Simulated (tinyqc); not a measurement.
Interface roughness in a thin film (subband fluctuation and scattering): one step. Scattering time and mobility. Three cases, with inputs chosen for the exercise.

Problem. Integrate over theta.

Gaussian roughness spectrum S(q) = pi D^2 Lc^2 exp(-q^2 Lc^2/4). Degenerate gas, taken to fill one subband (the second starts to fill once c kF^2/md exceeds E2 - E1, which is not tested here): kF = sqrt(2 pi Ns/gv), q = 2 kF sin(theta/2), 1/tau = (md/(2 pi c hbar)) G^2 times the integral from 0 to pi of S(q)(1 - cos theta)/eps(q)^2 dtheta, eps(q) = 1 + qs/q with screening (qs = gv md q0/(c eps), q0 = e^2/(4 pi eps0), form factors left out, which overstates the screening; other scattering is left out too, so these values lie far above measured mobilities in all but the thinnest films) or 1 without; mobility = tau c2/md with c2 = e/m0 = 1.75882e15 cm^2/(V s^2); 1e12/cm^2 = 1e-4/angstrom^2.

Constants: hbar^2/2m0 = 3.80998211 eV angstrom^2; hbar = 6.58211957e-16 eV s; e^2/(4 pi eps0) = 14.39964547 eV angstrom.

Case 1.

Values chosen (near those of a thin GaN channel; shifted at random, so the results belong to these values and not to a real crystal): md = 0.204 m0 (mass in the plane); gv = 1 (valleys); D = 4 angstrom (rms height of the roughness); Lc = 30 angstrom (correlation length); Ns = 10 x 1e12/cm^2 (sheet density); eps = 9.7 (mean dielectric constant at the channel).

G = |dE1/dt| = 1.891368 meV/angstrom

Case 2.

Values chosen (near those of a thin InGaAs channel; shifted at random, so the results belong to these values and not to a real crystal): md = 0.046 m0 (mass in the plane); gv = 1 (valleys); D = 3.4 angstrom (rms height of the roughness); Lc = 34 angstrom (correlation length); Ns = 1.9 x 1e12/cm^2 (sheet density); eps = 11.3 (mean dielectric constant at the channel).

G = |dE1/dt| = 2.673536 meV/angstrom

Case 3.

Values chosen (near those of a thin Ge channel on (111), one valley; shifted at random, so the results belong to these values and not to a real crystal): md = 0.083 m0 (mass in the plane); gv = 1 (valleys); D = 2.4 angstrom (rms height of the roughness); Lc = 18 angstrom (correlation length); Ns = 0.4 x 1e12/cm^2 (sheet density); eps = 12.3 (mean dielectric constant at the channel).

G = |dE1/dt| = 5.128840 meV/angstrom

Give: a table of case, integral, tau (fs), mobility (cm^2/(V s)).

Solution.

Case 1.

Results:

| case | integral | tau (fs) | mobility (cm^2/(V s)) |
|---|---|---|---|
| bare | 0.1608 | 2968 | 2.559e+04 |
| screened | 0.03948 | 1.209e+04 | 1.042e+05 |

Screening raises the mobility by a factor 4.1. With it kF l = 4.31e+03, so by this rate the carriers are far from localisation. Phonons, and the gate field that presses carriers to the wall, limit real channels far below this value.

Case 2.

Results:

| case | integral | tau (fs) | mobility (cm^2/(V s)) |
|---|---|---|---|
| bare | 1.192 | 957.4 | 3.661e+04 |
| screened | 0.7016 | 1627 | 6.221e+04 |

Screening raises the mobility by a factor 1.7. With it kF l = 489, so by this rate the carriers are far from localisation. Phonons, and the gate field that presses carriers to the wall, limit real channels far below this value.

Case 3.

Results:

| case | integral | tau (fs) | mobility (cm^2/(V s)) |
|---|---|---|---|
| bare | 2.956 | 416.4 | 8824 |
| screened | 0.7683 | 1602 | 3.395e+04 |

Screening raises the mobility by a factor 3.8. With it kF l = 56.2, so by this rate the carriers are far from localisation. G D = 12.3 meV exceeds EF - E1 = 11.5 meV, though, so the gas breaks into puddles and this rate is not to be trusted.

Computed by tinyqc, one run a case: `OMP_NUM_THREADS=1 python tinyqc.py N N+1 out.jsonl` with N = 1280756, 1281065, 1281126; one thread of a shared Intel(R) Xeon(R) Processor @ 2.30GHz, about 0.01 s a run at most.
